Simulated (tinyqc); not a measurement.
Inversion-layer mobility, back-scattering and ballistic limit of a field-effect transistor: one step, computed by the program tinyqc.

The charge at the top of the source barrier is fixed by the gate; series resistance and short-channel effects are left out. F_j are Fermi integrals normalised to exp(eta) in the classical limit.

Task: Effective mobility. mu_phonon = mu_ph (E_eff/1 MV/cm)^(-0.3) (T/300 K)^(-1.75); mu_rough = mu_sr (E_eff/1 MV/cm)^(-2); mu_Coulomb = mu_C (N_inv/1e12 cm^-2) (T/300 K); Matthiessen's rule adds 1/mu.

Inputs (values chosen for the exercise, modelled on a strained silicon n-channel): phonon mobility at 1 MV/cm and 300 K, mu_ph = 580 cm^2/(V s); roughness mobility at 1 MV/cm, mu_sr = 2000 cm^2/(V s); Coulomb mobility at N_inv = 1e12/cm^2, mu_C = 560 cm^2/(V s); temperature T = 300 K.

Statistics at the top of the barrier: Fermi-Dirac.

inversion density N_inv = 5.878026e+12 1/cm^2

effective field E_eff = 0.4731046 MV/cm

Give: phonon part; roughness part; Coulomb part; effective mobility mu.

Result:

phonon part = 726.01 cm^2/(V s)

roughness part = 8935.4 cm^2/(V s)

Coulomb part = 3291.7 cm^2/(V s)

effective mobility mu = 557.69 cm^2/(V s)

The phonon part is the lowest and holds 77 % of 1/mu.
